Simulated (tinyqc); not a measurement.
Hydrogen passivation of interface dangling bonds: competing passivation and dissociation with distributed barriers: one step, computed by the program tinyqc. Command: `OMP_NUM_THREADS=1 python tinyqc.py 3006752 3006753 out.jsonl passiv walk`. One thread of a shared host (Intel(R) Xeon(R) Processor @ 2.30GHz), about 0.01 s of CPU time with the checks.

P_b + H2 gives P_bH + H at the rate k_f [H2]; P_bH gives P_b + H at the rate k_d. All defects start unpassivated. E_f and E_d are Gaussian and independent.

Task: Single barriers. [H2] = solubility factor x p; a = k_f0 [H2] exp(-E_f/(k_B T)), d = k_d0 exp(-E_d/(k_B T)). For one pair of barriers the active share is y = [d + a exp(-(a + d) t)]/(a + d). Temperatures in kelvin are T(C) + 273.15.

Inputs (values chosen for the exercise, close to those used for P_b centres at the silicon-oxide interface):
```
quantity                                      value          unit
passivation prefactor k_f0                  4.9e-08        cm^3/s
mean passivation barrier E_f                   1.67            eV
spread sigma_f                                 0.12            eV
dissociation prefactor k_d0                 2.9e+13           1/s
mean dissociation barrier E_d                  2.61            eV
spread sigma_d                                0.032            eV
H2 in the oxide per atm, solubility factor  9.2e+17  1/(cm^3 atm)
hydrogen pressure p                             0.1           atm
anneal temperature T                            275             C
anneal time t                                   140             s
```

Constants: k_B = 8.617333262e-05 eV/K.

Give: passivation rate a; dissociation rate d; a t; steady active share d/(a + d); active share, single barriers.

Result:

passivation rate a = 1.994e-06 1/s

dissociation rate d = 2.922e-11 1/s

a t = 2.792e-04

steady active share d/(a + d) = 1.465e-05

active share, single barriers = 0.9997

The anneal is too short or cold to finish.
